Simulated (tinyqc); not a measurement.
Worked calculation: geometry optimisation on the LDA (VWN5)/sto-6g surface (energies and gradients from PySCF), for H4, spin multiplicity 1. One step of it, computed by the program tinyqc.

Question. Step 1: move. Quasi-Newton step p = -H^(-1) g (first H = 1 times the unit matrix); steps longer than 0.5 bohr are cut back.

positions at the start (bohr):
```
            x         y          z
1H  -0.081258  0.073699  -0.100155
2H  -0.026456  0.088817   1.579811
3H  -0.083148  2.239325   0.098266
4H   0.060471  2.184523   1.559024
```

gradient (hartree/bohr):
```
              x            y            z
1H  -0.00138813   0.17082601  -0.10650904
2H   0.00838761   0.17274900   0.12187772
3H  -0.00928615  -0.16761060  -0.08035798
4H   0.00228630  -0.17596574   0.06498911
```

Give: positions after step 1.

Answer.

positions after step 1 (bohr):
```
          x        y       z
1H  -0.0799  -0.0971  0.0064
2H  -0.0348  -0.0839  1.4579
3H  -0.0739   2.4069  0.1786
4H   0.0582   2.3605  1.4940
```
